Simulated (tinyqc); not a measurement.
Inside a calculation: deep level with several charge states, and Shockley-Read-Hall recombination. Values are carried at full precision from step to step, so a last printed digit may differ when a step is redone from the rounded ones.

Energies from Ev. The defect has charge states +1, 0, -1 with weights 1, gm exp((EF - E1)/kT), exp((2 EF - E1 - E2)/kT); the shares are the weights over their sum. Boltzmann carriers: n = Nc exp((EF - Eg)/kT), p = Nv exp(-EF/kT). Neutrality: p - n + Nd + Nt <q> = 0.

Constants: kB = 8.617333262e-05 eV/K.

Parameters, chosen for this exercise (gap and densities of states near those of Si at this temperature; not measured data):

| symbol | value | unit | meaning |
|---|---|---|---|
| Eg | 1.134 | eV | gap |
| Nc | 2.78e+19 | 1/cm^3 | conduction-band density of states |
| Nv | 1.14e+19 | 1/cm^3 | valence-band density of states |
| T | 300 | K |  |
| E1 | 0.535 | eV | level (+1/0) above Ev |
| E2 | 0.597 | eV | level (0/-1) above Ev |
| gm | 2 |  | degeneracy of the middle state, the others 1 |
| Nt | 1.5e+13 | 1/cm^3 | defects |
| Nd | -3.6e+13 | 1/cm^3 | ionised shallow donors minus acceptors |
| E_try | 0.393 | eV | trial Fermi level |
| Et | 0.535 | eV | recombination level above Ev |
| sn | 1.6e-16 | cm^2 | electron capture cross-section |
| sp_ | 5e-16 | cm^2 | hole capture cross-section |
| vth | 24000000 | cm/s | thermal velocity, both carriers |
| Nm | 9.9e+16 | 1/cm^3 | equilibrium holes for the lifetime steps |
| dn | 6e+12 | 1/cm^3 | excess pairs |

## Charge states at a trial Fermi level

Form the exponents, the shares, the mean charge and the residual of neutrality at EF = E_try.

exponents of the second and third weights: -5.493  -13.384

shares: +1 0.9918, 0 0.0082, -1 0.0000

<q> = 0.9918

n, p (1/cm^3): 9.90e+06  2.85e+12

residual = -1.83e+13 1/cm^3

The residual is negative, so EF must fall.

## The neutral state

Solve for EF.

EF = 0.3413 eV

shares at EF: +1 0.999, 0 0.001, -1 0.000

n = 1.34e+06 1/cm^3
p = 2.10e+13 1/cm^3

Without the defects the majority density would be 3.60e+13 1/cm^3; with them the density of these carriers is 2.10e+13, so they compensate part of the doping. Most defects are in the state +1.

## Recombination through one level

One level at Et with degeneracy 1: tn = 1/(sn vth Nt), tp = 1/(sp_ vth Nt), n1 = Nc exp((Et - Eg)/kT), p1 = Nv exp(-Et/kT), ni^2 = n1 p1. Equilibrium p0 = Nm, n0 = ni^2/Nm; n = n0 + dn, p = p0 + dn. U = (n p - ni^2)/(tp (n + n1) + tn (p + p1)), lifetime dn/U; emission rates en = sn vth n1, ep = sp_ vth p1.

Evaluate each quantity.

tn, tp (microsecond): 17.36  5.556

n1, p1 (1/cm^3): 2.41e+09  1.17e+10

U = 3.46e+17 1/(cm^3 s)
lifetime = 17.4 microsecond

The lifetime is 1.000 times the minority capture time tn and 0.758 times tn + tp, the limit of high injection.

## Emission and generation in a depleted region

With n = p = 0 the level generates pairs at G = Nt en ep/(en + ep); generation lifetime tg = ni/G; current density e G W for a width W = 1 micrometre, e = 1.602176634e-19 C.

en, ep (1/s): 9.24  141

G = 1.30e+14 1/(cm^3 s)
tg = 40.9 microsecond
current density = 2.08e-09 A/cm^2

The slower step, electron emission, limits the rate: en/ep = 0.0656.

## Checks

- U against hole capture minus emission at the steady occupation of the level (1/(cm^3 s)): both 3.456e+17.

(tinyqc, `OMP_NUM_THREADS=1 python tinyqc.py 1651355 1651356 out.jsonl`, Intel(R) Xeon(R) Processor @ 2.30GHz, 1 thread, shared host, about 0.01 s.)
